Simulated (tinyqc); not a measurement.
Monte Carlo simulation of one carrier in a uniform electric field: one step, computed by the program tinyqc.

The force e F acts along +z. Flights end at the constant total rate Gamma; the part of Gamma that the real rates do not fill is self-scattering, which leaves k unchanged. One valley, no impurities and no intervalley scattering.

Problem. Flight 1. Kane band: hbar^2 k^2/(2 m) = E (1 + alpha E), speed v = hbar k/(m (1 + 2 alpha E)), states per spin, volume and energy g(E) = m k (1 + 2 alpha E)/(2 pi^2 hbar^2); overlap factors are set to 1. Masses are multiplied by m_0 and all formulas are in SI units. Flight: t = -ln(r1)/Gamma; k_z grows by e F t/hbar; E follows from the band; dz = (E_end - E_start)/(e F). Use row 1 of the random numbers.

Inputs (values chosen for the exercise, for a model polar semiconductor):
```
quantity                value   unit
effective mass m        0.031    m_0
non-parabolicity alpha    1.7   1/eV
lattice temperature T     200      K
electric field F        0.036  kV/cm
```

Crystal: polar. Band: Kane.

starting wave vector (1/nm): -0.13  0.11  0.12

Random numbers (0.02 to 0.98, from up to 60 sets tried for early real events), one row a flight:
```
       r1      r2      r3      r4
1  0.6539  0.2017  0.6336  0.3760
2  0.9347  0.1131  0.1289  0.4281
3  0.0471  0.8973  0.8390  0.9454
4  0.1821  0.8130  0.6763  0.7050
5  0.6622  0.3937  0.9283  0.4701
6  0.4413  0.0322  0.3775  0.6479
7  0.4824  0.8920  0.5018  0.1779
```

Gamma = 21.27764 1e12/s

Constants: e = 1.602176634e-19 C; hbar = 1.054571817e-34 J s; m_0 = 9.1093837015e-31 kg.

Give: flight time t; k at the end of the flight; energy at the end; displacement dz.

Solution.

flight time t = 19.965 fs

k at the end of the flight (1/nm): -0.13000  0.11000  0.12011

energy at the end = 49.249 meV

displacement dz = 7.6674 nm
